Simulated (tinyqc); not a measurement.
# A spin-degenerate level with charging energy between two leads, rate equations, step by step

Computed by the program tinyqc: `OMP_NUM_THREADS=1 python tinyqc.py 2780132 2780133 out.jsonl`, one thread of a shared Intel Xeon 2.30GHz, about 0.01 s for the whole run. Printed values are rounded.

States 0, up, down and 2 with energies 0, e1 - Ez/2, e1 + Ez/2 and 2 e1 + U. mu_L = +V/2, mu_R = -V/2 (meV), f(x) = 1/(1 + exp(x/kB T)). A transition that adds one electron of given spin at the energy E has the rate G f(E - mu) from each lead, and its reverse G [1 - f(E - mu)]. I counts electrons leaving the left lead, times q.

Parameters, values chosen for the exercise: charging energy of the second electron U = 8.3 meV; level e1 = -10.18 meV; tunnel rate to the left lead GL = 0.051 1/ns; tunnel rate to the right lead GR = 1.6 1/ns; temperature T = 2.3 K; bias V = 16 mV; Zeeman splitting Ez = 0 meV; time step dt = 0.12 ns.

Constants: q = 1.602176634e-19 C, kB = 1.380649e-23 J/K, Vt = kB T/q. Results are converted to the units shown.

Range of the model: Rate equations need hbar G well below kB T; cotunnelling and the Kondo effect are left out.

## Transition energies and Fermi factors

Transition energies: 0-up e1 - Ez/2, 0-down e1 + Ez/2, up-2 e1 + U + Ez/2, down-2 e1 + U - Ez/2.

| transition | E (meV) | fL | fR |
|---|---|---|---|
| 0-up | -10.1800 | 1.00000 | 0.999983 |
| 0-down | -10.1800 | 1.00000 | 0.999983 |
| up-2 | -1.8800 | 1.00000 | 0.000000 |
| down-2 | -1.8800 | 1.00000 | 0.000000 |

## Rate matrix

dp/dt = W p; W_ji is the rate from state i to j, and each column sums to zero.

W (1/ns):

|  | 0 | up | down | 2 |
|---|---|---|---|---|
| 0 | -3.30195 | 0.00003 | 0.00003 | 0.00000 |
| up | 1.65097 | -0.05103 | 0.00000 | 1.60000 |
| down | 1.65097 | 0.00000 | -0.05103 | 1.60000 |
| 2 | 0.00000 | 0.05100 | 0.05100 | -3.20000 |

## Steady state and current

Steady state: W p = 0 with sum p = 1. I = q GL sum over transitions i-j of [fL p_i - (1 - fL) p_j].

p: 0 0.000008, up 0.492152, down 0.492152, 2 0.015687
mean number of electrons = 1.01568
I = 8.04298 pA

In units of q GL GR/(GL + GR) = 7.92 pA the current is 1.02; two independent spin channels fully inside the bias window would give 2.

## Step 1: time step

p at the start: 0 1, up 0, down 0, 2 0

Explicit Euler step: p(new) = p + dt W p.

p after step 1: 0 0.603766, up 0.198117, down 0.198117, 2 0.000000

## Step 2: time step

As before.

p after step 2: 0 0.364535, up 0.316520, down 0.316520, 2 0.002425

## Relaxation from the empty dot

Stop when no probability changes by more than 1e-8 in a step, or after 400 steps.

Course of the iteration:

| step | p(0) | p(up) | p(down) | p(2) | largest change |
|---|---|---|---|---|---|
| 1 | 0.603766 | 0.198117 | 0.198117 | 0.0000000 | 0.396 |
| 2 | 0.364535 | 0.316520 | 0.316520 | 0.0024249 | 0.239 |
| 3 | 0.220096 | 0.387268 | 0.387268 | 0.0053680 | 0.144 |
| 4 | 0.132889 | 0.429532 | 0.429532 | 0.0080468 | 0.0872 |
| 5 | 0.080237 | 0.454774 | 0.454774 | 0.0102143 | 0.0527 |
| 6 | 0.048447 | 0.469847 | 0.469847 | 0.0118585 | 0.0318 |
| 7 | 0.029254 | 0.478845 | 0.478845 | 0.0130557 | 0.0192 |
| 8 | 0.017666 | 0.484216 | 0.484216 | 0.0139034 | 0.0116 |
| ... | ... | ... | ... | ... | ... |
| 29 | 0.000008 | 0.492152 | 0.492152 | 0.0156872 | 2.90e-7 |
| 30 | 0.000008 | 0.492152 | 0.492152 | 0.0156873 | 1.75e-7 |
| 31 | 0.000008 | 0.492152 | 0.492152 | 0.0156873 | 1.06e-7 |
| 32 | 0.000008 | 0.492152 | 0.492152 | 0.0156873 | 6.38e-8 |
| 33 | 0.000008 | 0.492152 | 0.492152 | 0.0156873 | 3.85e-8 |
| 34 | 0.000008 | 0.492152 | 0.492152 | 0.0156873 | 2.33e-8 |
| 35 | 0.000008 | 0.492152 | 0.492152 | 0.0156873 | 1.40e-8 |
| 36 | 0.000008 | 0.492152 | 0.492152 | 0.0156873 | 8.48e-9 |

The steps settle after 36 steps (4.32 ns) on the steady state above. The decay rates of W are 0.0510, 3.25 and 3.30 1/ns; stability needs dt below 2 over the largest, 0.606 ns.
